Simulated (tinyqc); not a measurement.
Worked calculation: Hall effect and magnetoresistance of several carrier groups with constant relaxation times. Computed by tinyqc, a small Python program that keeps every step. Command: `OMP_NUM_THREADS=1 python tinyqc.py 3030940 3030941 out.jsonl hall2 walk`. One thread of a shared host (Intel(R) Xeon(R) Processor @ 2.30GHz), about 0.01 s of CPU time with the checks. Intermediate numbers are printed to about 6 digits and carried at full precision; extremes and crossings named in words are read from the listed rows.

Group 1 has charge -e and group 2 charge +e; s_i is that sign. B lies along z; mu B is formed with mu in m^2/(V s).

Inputs (values chosen for the exercise, for a model conductor): density n1 = 3.3e+13 1/cm^2; mobility mu1 = 57000 cm^2/(V s); density n2 = 3.3e+13 1/cm^2; mobility mu2 = 1900 cm^2/(V s); magnetic field B = 4.5 T.

Carriers: compensated semimetal. Densities: per area (a thin layer).

Constants: e = 1.602176634e-19 C.

## Conductivity of each group

sigma_xx = sum n_i e mu_i/(1 + mu_i^2 B^2); sigma_xy = sum s_i n_i e mu_i^2 B/(1 + mu_i^2 B^2).

Parts (S):
```
group     mu B     sigma_xx    sigma_xy
group 1  25.65  4.57367e-04  -0.0117315
group 2  0.855   0.00580329  0.00496182
```

sigma_xx = 0.00626066 S

sigma_xy = -0.00676965 S

sigma at B = 0 = 0.311415 S

## Resistivity, Hall coefficient and magnetoresistance

rho_xx = sigma_xx/(sigma_xx^2 + sigma_xy^2); Hall coefficient R_H = sigma_xy/(B (sigma_xx^2 + sigma_xy^2)), with B in V s/cm^2 (1 T = 1e-4 V s/cm^2); magnetoresistance MR = rho_xx(B)/rho_xx(0) - 1. Apparent density 1/(e |R_H|); Hall mobility |R_H|/rho_xx.

rho_xx = 73.6340 ohm

Hall coefficient R_H = -176934 cm^2/C

magnetoresistance MR = 2193.075 %

apparent density = 3.52759e+13 1/cm^2

Hall mobility = 2402.89 cm^2/(V s)

A one-carrier reading would report electrons of density 3.53e13, against n1 = 3.3e13 and n2 = 3.3e13.

## Limits of weak and strong field

Weak field: R_H(0) = sum s_i n_i mu_i^2/(e (sum n_i mu_i)^2); MR = c B^2 with c = n1 n2 mu1 mu2 (s1 mu1 - s2 mu2)^2/(n1 mu1 + n2 mu2)^2. With n1 = n2 and opposite charges R_H stays at R_H(0) and MR = mu1 mu2 B^2 at every field.

R_H at weak field = -176934 cm^2/C

coefficient c = 1.083 1/T^2

Caution: mu B is well above 1, where Landau quantisation, left out here, shows at low temperature.

## Field dependence

rho_xx = sigma_xx/(sigma_xx^2 + sigma_xy^2); Hall coefficient R_H = sigma_xy/(B (sigma_xx^2 + sigma_xy^2)), with B in V s/cm^2 (1 T = 1e-4 V s/cm^2); magnetoresistance MR = rho_xx(B)/rho_xx(0) - 1.

Against the field:
```
B (T)         mu1 B  rho_xx (ohm)  R_H (cm^2/C)       MR (%)
0.0088  5.01600e-02   3.21142e+00       -176934  8.38675e-03
0.026   1.48200e-01   3.21350e+00       -176934  7.32108e-02
0.07    3.99000e-01   3.22819e+00       -176934  5.30670e-01
0.18    1.02600e+00   3.32382e+00       -176934  3.50892e+00
0.44    2.50800e+00   3.88443e+00       -176934  2.09669e+01
1.1     6.27000e+00   7.41913e+00       -176934  1.31043e+02
2.6     1.48200e+01   2.67202e+01       -176934  7.32108e+02
7       3.99000e+01   1.73617e+02       -176934  5.30670e+03
21      1.19700e+02   1.53687e+03       -176934  4.77603e+04
```

MR starts as B^2.00 and ends as B^2.00: with equal densities of opposite charge no Hall field can balance both groups, so it never saturates. One group alone would show no magnetoresistance in this model. The rows with mu1 B well above 1 show the semiclassical limit; Landau quantisation is left out.

Checks made by the program: weak-field formulas against the tensor at mu1 B = 1e-3 (relative difference 4e-09).
